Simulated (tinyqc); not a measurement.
# MOSFET in the linear regime without short-channel effects, parameter extraction from computed curves: extraction methods against the temperature

Inversion charge Q = Cox n Vt W0(exp((Vg - VT)/(n Vt))), W0 the Lambert function and n = nf; u = Q/Cox; mobility mu = mu0/(1 + th1 u + th2 u^2); channel resistance Rch = (L - dL)/(W mu Q); Id = Vd/(Rch + Rsd/W). Cox = eps0 eox/tox. Small Vd, no channel-length or drain effects.

From the continuous curve Id(Vg): tangent at peak gm (V_ext = Vg - Id/gm); constant current Id = 0.1 uA W/L; peak of d2Id/dVg2; Y = Id/sqrt(gm) drawn through Vg = VT + 0.6 and VT + 0.8 V, with intercept VT_Y and slope s. Mobilities gm,max L/(W Cox Vd) and s^2 L/(W Cox Vd) with the drawn L. Last column: share of Rsd/W in the total resistance at VT + 0.8 V.

Inputs (values chosen for the exercise); channel values of the order met in silicon transistors: relative permittivity of the gate insulator (close to silicon dioxide) eox = 3.9; insulator thickness tox = 2.6 nm; low-field mobility mu0 = 160 cm^2/(V s); first mobility attenuation factor th1 = 0.05 1/V; second mobility attenuation factor th2 = 0 1/V^2; threshold voltage VT = 0.61 V; body factor nf = 1.17; gate width W = 10 um; drawn gate length L = 0.76 um; drawn less effective length dL = 0.01 um; source plus drain resistance Rsd = 120 ohm um; drain voltage Vd = 0.05 V.

Constants: q = 1.602176634e-19 C, kB = 1.380649e-23 J/K, Vt = kB T/q, eps0 = 8.8541878128e-14 F/cm where lengths are in cm. Results are converted to the units shown.

Results:
columns A: T (K); B: V_ext (V); C: constant current (V); D: second derivative (V); E: VT_Y (V); F: mobility from gm (cm^2/(V s)); G: mobility from Y (cm^2/(V s)); H: series share (%)
```
A        B      C      D      E    F    G     H
77   0.624  0.621  0.609  0.633  151  158  2.44
110  0.628  0.617  0.608  0.638  149  157  2.41
220  0.638  0.600  0.606  0.650  144  151  2.32
300  0.643  0.584  0.604  0.654  141  147  2.26
370  0.647  0.567  0.602  0.656  139  144  2.22
450  0.651  0.547  0.600  0.656  137  140  2.18
```

Estimate the missing row, T = 150 K.

Computed row:
columns A: T (K); B: V_ext (V); C: constant current (V); D: second derivative (V); E: VT_Y (V); F: mobility from gm (cm^2/(V s)); G: mobility from Y (cm^2/(V s)); H: series share (%)
```
A        B      C      D      E    F    G     H
150  0.632  0.612  0.607  0.644  147  155  2.37
```

With this row back in the table: The model has VT = 0.61 V and mu0 = 160 cm^2/(V s). Over the table the extracted thresholds move by 27 mV (tangent), 73 mV (constant current), 8.5 mV (second derivative), 23 mV (Y function). The mobility from gm falls from 151 to 137 and that from Y falls from 158 to 140 cm^2/(V s).

Program tinyqc, `OMP_NUM_THREADS=1 python tinyqc.py 2210047 2210048 out.jsonl`; Intel Xeon 2.30GHz, shared host, one thread, about 0.01 s.
